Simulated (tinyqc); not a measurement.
Inside a calculation: configuration-coordinate model of carrier capture at a defect. Values are carried at full precision from step to step, so a last printed digit may differ when a step is redone from the rounded ones.

Two parabolas of equal curvature k in one coordinate Q: with the carrier free at the band edge, U_f = k Q^2/2; with the carrier trapped, U_t = k (Q - dQ)^2/2 - ET. ER = k dQ^2/2, Huang-Rhys factor S = ER/hw, hw = 0.0646541 sqrt(k/M) eV for k in eV/angstrom^2 and M in u. The curves cross at a height Eb = (ER - ET)^2/(4 ER) above the free minimum.

Constants: kB = 8.617333262e-05 eV/K.

Parameters, chosen for this exercise (of the size met at a vacancy centre in SiC; the results hold for these values, not for the real material): ET = 0.61 eV (thermal depth of the level below the band edge); ER = 0.29 eV (relaxation energy); hw = 0.041 eV (phonon energy of the mode); M = 40 u (mass of the mode); T = 150 K (temperature); nu = 1e+11 1/s (attempt rate).

## The two parabolas

Form S, k, dQ, the crossing point Qc = (ER - ET)/(k dQ), Eb, and the emission barrier Eb + ET.

S = 7.073
k = 16.0855 eV/angstrom^2
dQ = 0.1899 angstrom
Qc = -0.1048 angstrom

barriers (eV): capture 0.0883, emission 0.6983

ER < ET: the crossing lies on the far side of the free minimum (the inverted case), where tunnelling between vibrational states can matter much if Eb is well above hw.

## Optical transitions

Vertical ionisation from the trapped minimum costs ET + ER; vertical capture from the free minimum releases ET - ER (none if negative); the band has a standard deviation sqrt(S hw^2 coth(hw/2kT)) with S = ER/hw, and a full width 2.35482 times that.

energies (eV): ionisation peak 0.900, zero-phonon 0.610, emission peak 0.320

coth(hw/2kT) = 1.0875
standard deviation = 0.1137 eV
full width = 0.2678 eV

Radiative capture would peak at 0.320 eV. The optical peak exceeds the thermal depth by a factor 1.48.

## The multiphonon factor

Multiphonon factor for giving p = ET/hw phonons to the lattice: W = exp(-S (2 nb + 1)) ((nb + 1)/nb)^(p/2) I_p(x), nb = 1/(exp(hw/kT) - 1), x = 2 S sqrt(nb (nb + 1)), I_p the modified Bessel function. Classical limit: W = hw exp(-Eb/kT)/sqrt(4 pi ER kT). At T = 0: exp(-S) S^p/Gamma(p + 1).

Form p, nb, x and ln W, the classical ln W, and the capture time 1/(nu W).

p, nb, x: [14.8780, 0.0438, 3.0233]

ln W: quantum -5.371, classical -8.496

capture time = 2.15e-09 s

The quantum factor is 22.8 times the classical one at kT/hw = 0.32: nuclear tunnelling rules.

## Emission by detailed balance

For equal degeneracies and one band-edge state, emission time = capture time x exp(ET/kT).

ET/kT = 47.192
log10 of the emission time in s = 11.83

## Checks

- Ln W for the nearest whole p against the double Poisson sum over emitted and absorbed phonons: both -5.46219.

Computed by tinyqc, a small Python program: `OMP_NUM_THREADS=1 python tinyqc.py 1482825 1482826 out.jsonl` (the numbers bound the seed that draws the inputs); one thread of a shared host (Intel(R) Xeon(R) Processor @ 2.30GHz), about 0.01 s for the whole set of steps.
